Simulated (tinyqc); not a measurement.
Inside a calculation: deformation-potential model of the Delta valleys of a conduction band. Values are carried at full precision from step to step, so a last printed digit may differ when a step is redone from the rounded ones.

s11 = (C11 + C12)/((C11 - C12)(C11 + 2 C12)), s12 = -C12/((C11 - C12)(C11 + 2 C12)), s44 = 1/C44; exx = s11 sxx + s12 (syy + szz) and cyclic, exy = s44 sxy/2; tension is positive. A uniaxial stress X along the unit vector n is s_ij = X n_i n_j.

Constants: kB = 8.617333262e-05 eV/K; hbar^2/2m0 = 3.80998211 eV angstrom^2.

Inputs chosen for the exercise (near those of Si; shifted at random, so the results belong to these values and not to a real crystal):
- C11 = 165.2 GPa
- C12 = 62.3 GPa
- C44 = 79.4 GPa
- load = uniaxial [100] (kind of stress)
- X = 0.35 GPa (stress)
- Xd = 1.07 eV (dilation potential)
- Xu = 8.97 eV (uniaxial potential)
- T = 77 K (temperature)
- ml = 0.898 m0 (longitudinal mass)
- mt = 0.187 m0 (transverse mass)

## Strain from a uniaxial [100] stress

Form the compliances and the strain.

s11, s12, s44 (1/TPa): 7.6290  -2.0892  12.5945

strain tensor:
```
,x,y,z
x,0.002670,0.000000,0.000000
y,0.000000,-0.000731,0.000000
z,0.000000,0.000000,-0.000731
```

## Valley shifts

Valleys with axes along x, y and z, each a pair at +k and -k. Herring-Vogt shift of a valley with unit axis a: dE = Xd tr(e) + Xu a.e.a. Non-degenerate shares n_i = exp(-dE_i/kT)/sum_j exp(-dE_j/kT). Inverse mass tensor of a valley: (1 - a a)/mt + a a/ml; the masses are taken as independent of strain.

Apply the Herring-Vogt formula to each valley.

Xd tr(e) = 1.29 meV

a.e.a: x 0.002670, y -0.000731, z -0.000731

shifts dE (meV): x 25.24, y -5.27, z -5.27

The lowest valleys are y and z, 30.5 meV below the highest; the mean shift over all valleys is (Xd + Xu/3) tr(e) = 4.90 meV.

## Shares of the electrons

Boltzmann factors of the shifts.

kT = 6.635 meV

shares: x 0.0050, y 0.4975, z 0.4975

effective number of valley axes, 1/(largest share) = 2.010

## Conductivity mass tensor

With one scattering time for all valleys the conductivity goes as M = sum_i n_i (inverse mass tensor of valley i); along the unit vector u, 1/m_c = u.M.u. Without stress 1/m_c = (1/ml + 2/mt)/3. Take u along [100].

M (1/m0):
```
,x,y,z
x,5.326,0.000,0.000
y,0.000,3.241,0.000
z,0.000,0.000,3.241
```

m_c along [100] = 0.1877 m0
m_c without stress = 0.2540 m0

The repopulation alone changes the mobility along [100] by +35.3 %; with all electrons in the valleys lightest or heaviest along this direction it would change by +36 or -72 %.

## Effective density of states

Each of the 6 whole valleys has m_d = (ml mt^2)^(1/3) and N = 2 (m_d kT/(4 pi c))^(3/2), c = hbar^2/2m0. Counted from the lowest edge, Nc = N x 2 x sum_i exp(-(dE_i - dE_min)/kT). 1 angstrom^-3 = 1e24 cm^-3.

m_d = 0.3155 m0
N of one valley = 5.782e+17 cm^-3
Nc under stress = 2.325e+18 cm^-3
Nc without stress = 3.469e+18 cm^-3

## Piezoresistance from repopulation

For small stress d(rho)/rho = pi X. For valleys on the cube axes pi11 = -(2/3) Xu (s11 - s12)/kT x (K - 1)/(2K + 1), pi12 = -pi11/2, pi44 = 0, K = ml/mt. For stress along [110]: pi_l = (pi11 + pi12 + pi44)/2 with the current along it and pi_t = (pi11 + pi12 - pi44)/2 with the current along [1-10]. 1/GPa = 100 x 1e-11/Pa.

K = 4.802

pi11, pi12, pi44 (1e-11/Pa): -314.0  157.0  0.0

pi_l, pi_t for [110] (1e-11/Pa): -78.5  -78.5

Only the transfer between valleys is counted; changes of mass and of intervalley scattering add to it in a real crystal.

## Checks

- Conductivity mass at zero stress against 3/(1/ml + 2/mt): both 0.2540484.
- Piezoresistance coefficients by finite differences against the closed form: largest difference 7.2e-07.

tinyqc: `OMP_NUM_THREADS=1 python tinyqc.py 1080272 1080273 out.jsonl`; about 0.02 s, one thread, shared Intel(R) Xeon(R) Processor @ 2.30GHz.
